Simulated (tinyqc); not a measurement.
# Inputs raised by 2 %, one at a time

Model: single-band model of a thermoelectric material. Computed by tinyqc, a small Python program. Command: `OMP_NUM_THREADS=1 python tinyqc.py 3018841 3018842 out.jsonl thermo sens`. One thread of a shared host (Intel(R) Xeon(R) Processor @ 2.30GHz), about 0.03 s of CPU time with the checks.

One spherical band, one scattering law, no minority carriers and no phonon drag. In a real material minority carriers limit |S| to about E_g/(2 e T), so larger values are formal. eta = E_F/(k_B T) is counted from the band edge; f = 1/(1 + exp(x - eta)).

Inputs (values chosen for the exercise, modelled on n-type SiGe):
```
quantity                                value        unit
density-of-states mass m                  1.2         m_0
mobility parameter mu_300                 370  cm^2/(V s)
temperature exponent p                    2.5           -
lattice thermal conductivity kappa_L      3.3     W/(m K)
carrier density n                     4.1e+20      1/cm^3
temperature T                             750           K
```

Band: parabolic. Scattering: acoustic phonons, r = -0.5.

Constants: m_0 = 9.1093837015e-31 kg; k_B = 1.380649e-23 J/K; hbar = 1.054571817e-34 J s; k_B = 8.617333262e-05 eV/K; e = 1.602176634e-19 C.

Method:
- With x = E/(k_B T), a = alpha k_B T (0 for a parabolic band), G = x (1 + a x), D = 1 + 2 a x and <y> = int y f (1 - f) dx, f = 1/(1 + exp(x - eta)): tau = tau_0 G^r/D; transport function s = G^(3/2 + r)/D^2; n = N_0 <G^(3/2)> with N_0 = (2 m k_B T)^(3/2)/(3 pi^2 hbar^3).
- Integrals over x = E/(k_B T) use 160 Gauss-Legendre points in u = sqrt(x) from 0 to sqrt(max(eta, 0) + 32).
- Solve for eta.
- sigma = e mu_0 N_0 <s> with mu_0 = e tau_0/m = mu_300 (T/300 K)^(-p); |S| = (k_B/e)(<x s>/<s> - eta); Lorenz number L = (k_B/e)^2 (<x^2 s>/<s> - (<x s>/<s>)^2); kappa_e = L sigma T; zT = S^2 sigma T/(kappa_L + kappa_e).
- Hall factor r_H = <G^(3/2)> <G^(3/2 + 2r)/D^4>/<s>^2; drift mobility sigma/(n e) with n = N_0 <G^(3/2)>; power factor S^2 sigma.
- Quality factor B = (k_B/e)^2 e mu_0 N_0 T/kappa_L; zT and the power factor are maximised over eta between -8 and 30.

Runs:
```
input moved                                        from         to      zT  power factor (microwatt/(cm K^2))  largest zT  density of the largest zT (1/cm^3)
base run                                              -          -  0.2194                              15.29      0.3375                           1.065e+20
density-of-states mass m (m_0)                      1.2      1.224  0.2280                              15.90      0.3463                           1.087e+20
mobility parameter mu_300 (cm^2/(V s))              370      377.4  0.2221                              15.59      0.3433                           1.059e+20
lattice thermal conductivity kappa_L (W/(m K))      3.3      3.366  0.2167                              15.29      0.3318                           1.071e+20
carrier density n (1/cm^3)                      4.1e+20  4.182e+20  0.2165                              15.19      0.3375                           1.065e+20
temperature T (K)                                   750        765  0.2238                              15.13      0.3375                           1.097e+20
temperature exponent p                              2.5       2.55  0.2131                              14.60      0.3244                           1.079e+20
```

Exponents ln(y'/y) / ln(x'/x):
```
input                                     zT  power factor  largest zT  density of the largest zT
density-of-states mass m               1.950         1.987       1.292                      1.061
mobility parameter mu_300              0.629         1.000       0.862                     -0.292
lattice thermal conductivity kappa_L  -0.634         0.000      -0.863                      0.290
carrier density n                     -0.679        -0.334       0.000                      0.000
temperature T                          0.998        -0.513       0.000                      1.500
temperature exponent p                -1.473        -2.314      -2.000                      0.666
```

To which inputs is each result most sensitive?

Among the inputs moved here: zT answers most in size to density-of-states mass m (exponent +1.950), next to temperature exponent p (-1.473). Power factor answers most in size to temperature exponent p (exponent -2.314), next to density-of-states mass m (+1.987); its exponent is below 0.0005 for lattice thermal conductivity kappa_L. largest zT answers most in size to temperature exponent p (exponent -2.000), next to density-of-states mass m (+1.292); its exponent is below 0.0005 for carrier density n, temperature T. density of the largest zT answers most in size to temperature T (exponent +1.500), next to density-of-states mass m (+1.061); its exponent is below 0.0005 for carrier density n.

Extremes, crossings and ranges named in words are read from the listed rows.
